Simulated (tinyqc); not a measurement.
Hexagonal on-chip spiral inductor, lumped pi model: effect of the line width.

Outer diameter do = di + 2 n wd + 2 (n - 1) sp, mean da = (do + di)/2, fill p = (do - di)/(do + di), length l = 3.464 n da. L = 2.33 mu0 n^2 da/(1 + 3.82 p), mu0 = 4 pi 1e-7 H/m. Rs = rho l/(wd delta (1 - exp(-th/delta))), delta = sqrt(rho/(pi f mu0)). Cs = n wd^2 eps0 eo/hu across the coil. At each end Cox = l wd eps0 eo/(2 ho) leads to the substrate branch Rsi = 2 rs he/(l wd) in parallel with Csi = l wd eps0 11.7/(2 he). With one end grounded Y = 1/(Rs + i w L) + i w Cs + 1/[1/(i w Cox) + 1/(1/Rsi + i w Csi)], w = 2 pi f; Q = -Im Y/Re Y. Eddy currents in neighbouring turns and in the substrate are left out.

Peak Q and its frequency from a search over f; self-resonance where Im Y = 0; Q at the given f (negative beyond resonance).

Values chosen for this exercise; values of the order met in silicon radio-frequency processes: number of turns n = 1.5; space between turns sp = 3 um; inner diameter di = 140 um; metal thickness th = 3.4 um; metal resistivity rho = 1.9 uohm cm; oxide below the coil ho = 9.3 um; oxide between coil and underpass hu = 0.9 um; relative permittivity of the oxide eo = 4.1; substrate resistivity rs = 20 ohm cm; effective spreading depth in the substrate he = 50 um; frequency f = 1.2 GHz.

Constants: eps0 = 8.8541878128e-12 F/m. Results are converted to the units shown.

Effect of the line width:
```
wd (um)	L (nH)	do (um)	peak Q	f of the peak (GHz)	self-resonance (GHz)	Q at f
2	0.8507	149.0	9.533	58.04	153.6	1.471
4	0.8137	155.0	13.22	33.60	101.1	2.755
6	0.7828	161.0	15.42	23.60	77.67	3.896
9	0.7455	170.0	17.52	16.26	58.79	5.400
13	0.7079	182.0	19.25	11.47	45.04	7.123
18	0.6744	197.0	20.61	8.354	35.16	8.961
25	0.6436	218.0	21.84	6.030	27.04	11.15
```

As wd goes from 2 to 25, L falls from 0.851 to 0.644 nH, the peak Q rises from 9.53 to 21.8, its frequency falls from 58.0 to 6.03 GHz and the self-resonance falls from 154 to 27.0 GHz.

Computed by the program tinyqc: `OMP_NUM_THREADS=1 python tinyqc.py 2302102 2302103 out.jsonl`, one thread of a shared Intel Xeon 2.30GHz, about 0.01 s for the whole run.
